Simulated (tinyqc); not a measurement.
## Field from the level spacing

Problem. In a triangular well E_k = a_k (C F^2/mz1)^(1/3), a_1 = 2.338107, a_2 = 4.087949, C = hbar^2/(2 m0), F in eV/nm (1 MV/cm = 0.1 eV/nm). Find F, E_1, the mean distance 2 E_1/(3 F) of the lowest level and the sheet charge eps0 eps_r F/q behind such a field.

Parameters, values chosen for the exercise: relative permittivity eps_r = 11.5; mass along z of valley set A (2 valley(s)) mz1 = 0.92 m0.

Constants: q = 1.602176634e-19 C, hbar = 1.054571817e-34 J s, m0 = 9.1093837015e-31 kg, eps0 = 8.8541878128e-14 F/cm where lengths are in cm, hbar^2/(2 m0) = 0.0380998212 eV nm^2. Results are converted to the units shown.

spacing of the two lowest levels = 116.11725 meV

Answer. The spacing over a_2 - a_1 is the energy scale (C F^2/mz1)^(1/3), which gives F.

F = 0.840 MV/cm
E_1 = 155 meV
mean distance = 1.23 nm
sheet charge over q = 5.34e12 cm^-2

Numbers from tinyqc (`OMP_NUM_THREADS=1 python tinyqc.py 2160022 2160023 out.jsonl`; about 1 s on one thread of a shared Intel Xeon 2.30GHz).
